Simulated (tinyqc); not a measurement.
# Pinning of the barrier by interface states

Cowley-Sze model with the space charge neglected: phiB = S (phiM - chi) + (1 - S)(Eg - phi0), S = 1/(1 + q Dit dl/(eps0 ei)), dl in cm.

Inputs (values chosen for the exercise); band and dielectric values close to those of gallium phosphide:
- Eg = 2.22 eV (band gap)
- chi = 3.77 eV (electron affinity)
- dl = 0.4 nm (thickness of the interfacial layer)
- ei = 1 (relative permittivity of the interfacial layer)
- phi0 = 0.72 eV (neutral level above the valence band)
- phiM = 4.34 eV (metal work function)

Constants: q = 1.602176634e-19 C, eps0 = 8.8541878128e-14 F/cm where lengths are in cm. Results are converted to the units shown.

Result of one run:
```
Dit (cm^-2 eV^-1)	S	phiB (eV)	change of phiB for 0.5 eV more work function (eV)
1e14	0.12139	1.3871	0.060694
```

What becomes of these results when the density of interface states Dit is changed from 1e14 to 3e13 cm^-2 eV^-1, all else the same?

Result of the changed run:
```
Dit (cm^-2 eV^-1)	S	phiB (eV)	change of phiB for 0.5 eV more work function (eV)
3e13	0.31532	1.2068	0.15766
```

The whole series:
```
Dit (cm^-2 eV^-1)	S	phiB (eV)	change of phiB for 0.5 eV more work function (eV)
1e11	0.99281	0.57668	0.49641
3e11	0.97875	0.58976	0.48937
1e12	0.93250	0.63277	0.46625
3e12	0.82160	0.73591	0.41080
1e13	0.58011	0.96050	0.29006
3e13	0.31532	1.2068	0.15766
1e14	0.12139	1.3871	0.060694
3e14	0.044025	1.4591	0.022013
1e15	0.013628	1.4873	0.0068138
```

S falls from 0.993 to 0.0136, passing 1/2 at Dit = eps0 ei/(q dl) = 1.38e13 cm^-2 eV^-1. The barrier rises from 0.577 to 1.49 eV, from near the Schottky-Mott value phiM - chi = 0.570 eV towards the pinned value Eg - phi0 = 1.50 eV.

tinyqc, about 0.1 s, one thread, Intel Xeon 2.30GHz (shared host): `OMP_NUM_THREADS=1 python tinyqc.py 2020074 2020075 out.jsonl`
